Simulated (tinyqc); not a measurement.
Worked calculation: UHF in the 3-21g basis, for H3-, spin multiplicity 1. The basis has no diffuse functions, so it cannot describe the extra electron: this is an exercise in the method, not the real anion. This run ends on a higher stationary point, not on the lowest solution. One step of it, computed by the program tinyqc.

Question. Iteration 1: diagonalisation and new density. Diagonalise F' = X^T F X, C = X C', fill 2 alpha and 2 beta electrons from the bottom; D(s) = C_occ C_occ^T. Each column has its largest component positive (the first on a tie).

F(alpha) (hartree), order 1H 1s, 1H 2s, 2H 1s, 2H 2s, 3H 1s, 3H 2s:
$$\begin{pmatrix}
0.398957 & -0.294680 & -0.242615 & -0.249567 & -0.282082 & -0.267480 \\
-0.294680 & 0.003845 & -0.202924 & -0.046058 & -0.222848 & -0.056947 \\
-0.242615 & -0.202924 & 0.683943 & -0.153369 & -0.372845 & -0.267138 \\
-0.249567 & -0.046058 & -0.153369 & 0.074856 & -0.269187 & -0.066159 \\
-0.282082 & -0.222848 & -0.372845 & -0.269187 & 0.702571 & -0.141561 \\
-0.267480 & -0.056947 & -0.267138 & -0.066159 & -0.141561 & 0.075220
\end{pmatrix}$$

F(beta) (hartree), order 1H 1s, 1H 2s, 2H 1s, 2H 2s, 3H 1s, 3H 2s:
$$\begin{pmatrix}
0.790368 & -0.098627 & -0.328631 & -0.232284 & -0.346172 & -0.239207 \\
-0.098627 & 0.098142 & -0.271656 & -0.057835 & -0.289261 & -0.065622 \\
-0.328631 & -0.271656 & 0.516610 & -0.237267 & -0.222738 & -0.218047 \\
-0.232284 & -0.057835 & -0.237267 & 0.034444 & -0.228690 & -0.045707 \\
-0.346172 & -0.289261 & -0.222738 & -0.228690 & 0.478493 & -0.253716 \\
-0.239207 & -0.065622 & -0.218047 & -0.045707 & -0.253716 & 0.021335
\end{pmatrix}$$

X, order 1H 1s, 1H 2s, 2H 1s, 2H 2s, 3H 1s, 3H 2s:
$$\begin{pmatrix}
1.256497 & -0.491845 & -0.076646 & 0.033148 & -0.077163 & 0.033233 \\
-0.491845 & 1.972713 & 0.033113 & -0.569681 & 0.033260 & -0.571153 \\
-0.076646 & 0.033113 & 1.256443 & -0.491821 & -0.076867 & 0.033149 \\
0.033148 & -0.569681 & -0.491821 & 1.972005 & 0.033211 & -0.570310 \\
-0.077163 & 0.033260 & -0.076867 & 0.033211 & 1.256538 & -0.491863 \\
0.033233 & -0.571153 & 0.033149 & -0.570310 & -0.491863 & 1.973240
\end{pmatrix}$$

Give: F' = X^T F X; orbital energies; coefficients C; F' = X^T F X; orbital energies; coefficients C; D(alpha) after iteration 1; D(beta) after iteration 1.

Answer.

F' = X^T F X (alpha) (hartree):
$$\begin{pmatrix}
1.0325 & -0.7181 & -0.2279 & -0.0240 & -0.2740 & -0.0484 \\
-0.7181 & 0.6244 & 0.0041 & -0.0902 & -0.0222 & -0.1095 \\
-0.2279 & 0.0041 & 1.3393 & -0.6110 & -0.4158 & -0.1014 \\
-0.0240 & -0.0902 & -0.6110 & 0.7193 & -0.1032 & -0.1648 \\
-0.2740 & -0.0222 & -0.4158 & -0.1032 & 1.3597 & -0.5782 \\
-0.0484 & -0.1095 & -0.1014 & -0.1648 & -0.5782 & 0.7204
\end{pmatrix}$$

orbital energies (alpha) (hartree): MO1 -0.2088, MO2 0.2919, MO3 0.6676, MO4 1.2770, MO5 1.7817, MO6 1.9863

coefficients C (alpha), order 1H 1s, 1H 2s, 2H 1s, 2H 2s, 3H 1s, 3H 2s:
$$\begin{pmatrix}
0.2940 & 0.2102 & -0.0082 & 0.6998 & -1.1008 & 0.0507 \\
0.3102 & 1.4689 & -0.1656 & -0.5966 & 1.4656 & -0.0340 \\
0.2031 & -0.1541 & -0.0464 & 0.5911 & 0.6452 & 1.0009 \\
0.1272 & -0.8964 & -1.3976 & -0.4429 & -0.8239 & -1.0652 \\
0.2101 & -0.1159 & 0.0415 & 0.6249 & 0.5833 & -1.0222 \\
0.1516 & -0.6467 & 1.5722 & -0.4644 & -0.7080 & 1.0767
\end{pmatrix}$$

F' = X^T F X (beta) (hartree):
$$\begin{pmatrix}
1.4542 & -0.5514 & -0.3554 & -0.0603 & -0.3691 & -0.0664 \\
-0.5514 & 0.7509 & -0.0834 & -0.1405 & -0.0963 & -0.1470 \\
-0.3554 & -0.0834 & 1.1591 & -0.6823 & -0.1931 & 0.0091 \\
-0.0603 & -0.1405 & -0.6823 & 0.6651 & 0.0021 & -0.0770 \\
-0.3691 & -0.0963 & -0.1931 & 0.0021 & 1.1183 & -0.6736 \\
-0.0664 & -0.1470 & 0.0091 & -0.0770 & -0.6736 & 0.6480
\end{pmatrix}$$

orbital energies (beta) (hartree): MO1 -0.2058, MO2 0.2868, MO3 0.6696, MO4 1.2771, MO5 1.7791, MO6 1.9888

coefficients C (beta), order 1H 1s, 1H 2s, 2H 1s, 2H 2s, 3H 1s, 3H 2s:
$$\begin{pmatrix}
0.1998 & 0.0028 & 0.0553 & 0.5957 & 0.0731 & -1.1964 \\
0.1534 & -0.0181 & 1.7359 & -0.4447 & -0.0614 & 1.2441 \\
0.2428 & 0.2136 & -0.0179 & 0.6272 & 0.9908 & 0.5954 \\
0.1920 & 1.3180 & -0.8247 & -0.4870 & -1.2862 & -0.6612 \\
0.2667 & -0.1965 & -0.0166 & 0.6937 & -0.9908 & 0.5118 \\
0.2466 & -1.2847 & -0.8737 & -0.5728 & 1.2992 & -0.5464
\end{pmatrix}$$

D(alpha) after iteration 1, order 1H 1s, 1H 2s, 2H 1s, 2H 2s, 3H 1s, 3H 2s:
$$\begin{pmatrix}
0.1306 & 0.4000 & 0.0273 & -0.1510 & 0.0374 & -0.0914 \\
0.4000 & 2.2539 & -0.1634 & -1.2773 & -0.1051 & -0.9030 \\
0.0273 & -0.1634 & 0.0650 & 0.1640 & 0.0605 & 0.1305 \\
-0.1510 & -1.2773 & 0.1640 & 0.8197 & 0.1306 & 0.5990 \\
0.0374 & -0.1051 & 0.0605 & 0.1306 & 0.0576 & 0.1068 \\
-0.0914 & -0.9030 & 0.1305 & 0.5990 & 0.1068 & 0.4413
\end{pmatrix}$$

D(beta) after iteration 1, order 1H 1s, 1H 2s, 2H 1s, 2H 2s, 3H 1s, 3H 2s:
$$\begin{pmatrix}
0.0399 & 0.0306 & 0.0491 & 0.0420 & 0.0528 & 0.0457 \\
0.0306 & 0.0239 & 0.0334 & 0.0057 & 0.0445 & 0.0610 \\
0.0491 & 0.0334 & 0.1045 & 0.3281 & 0.0228 & -0.2145 \\
0.0420 & 0.0057 & 0.3281 & 1.7740 & -0.2077 & -1.6459 \\
0.0528 & 0.0445 & 0.0228 & -0.2077 & 0.1097 & 0.3182 \\
0.0457 & 0.0610 & -0.2145 & -1.6459 & 0.3182 & 1.7112
\end{pmatrix}$$
